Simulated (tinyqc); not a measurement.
Inside a calculation. Method: coupled-perturbed Hartree-Fock on RHF in the sto-3g basis, for H3+, spin multiplicity 1. One step of it, computed by the program tinyqc.

Problem. Response to a field: uncoupled start. Field along y; U_ai = -mu_ai / (e_a - e_i), alpha = -4 sum U_ai mu_ai.

orbital energies (hartree): MO1 -1.098598, MO2 -0.082053, MO3 -0.081659

dipole integrals <a|y|i> (bohr), order a2, a3:
$$\begin{pmatrix}
-0.643233 \\
-0.737243
\end{pmatrix}$$

Give: uncoupled U; uncoupled polarisability.

Solution.

uncoupled U, order a2, a3:
$$\begin{pmatrix}
0.6328 \\
0.7250
\end{pmatrix}$$

uncoupled polarisability = 3.7659 bohr^3
